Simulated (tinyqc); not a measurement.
Worked calculation: linear model of a band gap against the share of exact exchange. Values are carried at full precision from step to step, so a last printed digit may differ when a step is redone from the rounded ones.

E(alpha) = E0 + S alpha. A wider gap screens less, modelled in the Penn form eps(alpha) = 1 + (e0 - 1)(EP/(EP + S alpha))^2 with a scale EP chosen for the exercise. A dielectric-dependent hybrid takes alpha = 1/eps.

Values chosen for the exercise (of the order of those of MgO; not measured data):
- E0 = 4.56 eV (gap of the semi-local functional)
- S = 10.78 eV (slope dE/d(alpha))
- e0 = 3.3 (optical dielectric constant at alpha = 0)
- EP = 27.9 eV (energy scale of the screening)
- Et = 7.93 eV (target gap)
- a_start = 0.25 (starting alpha)
- fv = 0.6 (share of the opening taken by the valence edge)
- Ed = 1.32 eV (defect level above the semi-local valence top)
- cd = -0.05 (shift of the level per unit opening, on the scale of the mean potential)

## Fixed shares

Gap, error against the target and eps for alpha = 0, 0.25 and 1/e0; and the alpha that meets the target, (Et - E0)/S.

Results:

| alpha | E (eV) | E - Et (eV) | eps |
|---|---|---|---|
| 0.0000 | 4.560 | -3.370 | 3.300 |
| 0.2500 | 7.255 | -0.675 | 2.913 |
| 0.3030 | 7.827 | -0.103 | 2.843 |

alpha for the target = 0.3126

A quarter of exact exchange falls short of the target by 0.68 eV: the material needs 0.313, and 1/e0 = 0.303 lies closer to it than 0.25 does.

## Self-consistent share

Iterate alpha -> 1/eps(alpha) seven times from a_start. The fixed point solves alpha eps(alpha) = 1; the contraction factor there is 2 (eps - 1) S/((EP + S alpha) eps^2).

Iterates:

| step | alpha | eps | E (eV) |
|---|---|---|---|
| 0 | 0.25000 | 2.9126 | 7.2550 |
| 1 | 0.34333 | 2.7928 | 8.2611 |
| 2 | 0.35806 | 2.7749 | 8.4199 |
| 3 | 0.36037 | 2.7721 | 8.4448 |
| 4 | 0.36073 | 2.7717 | 8.4487 |
| 5 | 0.36079 | 2.7716 | 8.4493 |
| 6 | 0.36080 | 2.7716 | 8.4494 |
| 7 | 0.36080 | 2.7716 | 8.4494 |

fixed point = 0.36080
contraction factor = 0.1564

The factor is positive, so the iterates approach from one side, the error shrinking to 0.16 of itself each step; the gap is within 0.01 eV of its limit from step 3. Self-consistency moves the gap by +0.623 eV against the one-shot choice 1/e0, since a wider gap screens less.

## Band edges and a deep level

The opening c = S alpha lowers the valence top by fv c and raises the conduction edge by (1 - fv) c, both against the mean potential; the level moves by cd c. Use the fixed point. Compare with stretching the level in proportion to the gap and with pinning it to either edge.

opening c = 3.889 eV

shifts of the valence and conduction edges (eV): -2.334  1.556

level above the valence top = 3.459 eV
level below the conduction edge = 4.990 eV

level above the valence top: stretched, tied to the valence edge, tied to the conduction edge (eV): 2.446  1.320  5.209

The three recipes err by -1.01, -2.14 and +1.75 eV against alignment through the mean potential. With cd = -0.05 the level moves with the valence edge, by 0.08 times as much as that edge.

## Checks

- Fixed point by bisection against 60 substitutions: both 0.36080.

Run: tinyqc, `OMP_NUM_THREADS=1 python tinyqc.py 1850115 1850116 out.jsonl`; Intel(R) Xeon(R) Processor @ 2.30GHz, one thread, shared host; about 0.01 s of CPU time with all checks.
